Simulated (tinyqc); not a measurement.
What each parameter does: strained quantum well: band edges, subbands and transparency.

Growth on (001), barriers unstrained: tr(e) = e (2 - nu2), Z = b e (1 + nu2); Ec = Ev + Eg + ac tr(e), E_HH = Ev + av tr(e) + Z, E_LH = Ev + av tr(e) - Z (coupling to the split-off band left out).

Masses along z: me, 1/(g1 - 2 g2) for HH, 1/(g1 + 2 g2) for LH, likewise in the barrier; in the plane me, 1/(g1 + g2) for HH and 1/(g1 - g2) for LH (no mixing, which understates the hole masses away from k = 0). Level n solves k L + 2 atan[(k/m)/(kappa/mb)] = n pi, k = sqrt(m E/c), kappa = sqrt(mb (V - E)/c), c = hbar^2/2m0.

Transparency (Bernard-Duraffourg): Fc - Fv equals the lowest transition energy with n = p, n = sum m/(2 pi c) kB T ln(1 + exp((Fc - E)/kB T)) and p likewise over the listed subbands; c = hbar^2/2m0, 1/angstrom^2 = 1e16/cm^2.

Constants: hbar^2/2m0 = 3.80998211 eV angstrom^2; kB = 8.617333262e-05 eV/K; hc = 1239.841984 eV nm.

Parameters, chosen for this exercise (near those of an InGaAs/InP well; the results hold for these values, not for the real material): e = -0.0003 (strain in the plane); nu2 = 0.998 (2 C12/C11); Eg = 0.713 eV (unstrained gap of the well); Ev = -0.592 eV (its valence edge); ac = -6.04 eV; av = 1.07 eV (Ev moves by av tr(e)); b = -1.89 eV (shear potential); Egb = 1.351 eV (gap of the barrier); Evb = -0.94 eV (its valence edge); L = 70 angstrom (well width); me = 0.0426 m0 (electron mass); g1 = 14.01 (gamma1); g2 = 5.54 (gamma2); meb = 0.08 m0; g1b = 5.08; g2b = 1.6; T = 300 K (temperature).

Edge wavelength, hh1 - lh1 and n_tr.

One parameter was then changed.

Results before and after:
```
case     wavelength (nm)  hh1 - lh1 (meV)  n_tr (1e12/cm^2)
base              1561.9             48.5             0.441
changed           1598.8             48.5             0.441
```

Which of these changes was made? (a) ac = -5.44 eV; (b) T = 340 K; (c) b = -2.17 eV; (d) Eg = 0.693 eV; (e) e = -0.0023; (f) g1 = 14.85; (g) me = 0.0469 m0; (h) L = 62 angstrom.

Answer: (d) Eg = 0.693 eV. Of the candidates, run in turn, only this one gives the changed row.

All candidates:
```
case             wavelength (nm)  hh1 - lh1 (meV)  n_tr (1e12/cm^2)
base                      1561.9             48.5             0.441
L = 62 angstrom           1536.1             54.5             0.422
e = -0.0023               1550.9             62.8             0.419
Eg = 0.693 eV             1598.8             48.5             0.441
b = -2.17 eV              1562.3             48.8             0.440
ac = -5.44 eV             1562.3             48.5             0.441
me = 0.0469 m0            1565.6             48.5             0.466
g1 = 14.85                1556.6             46.3             0.427
T = 340 K                 1561.9             48.5             0.520
```

Run: tinyqc, `OMP_NUM_THREADS=1 python tinyqc.py 1250737 1250738 out.jsonl`; Intel(R) Xeon(R) Processor @ 2.30GHz, one thread, shared host; about 0.01 s of CPU time with all checks.
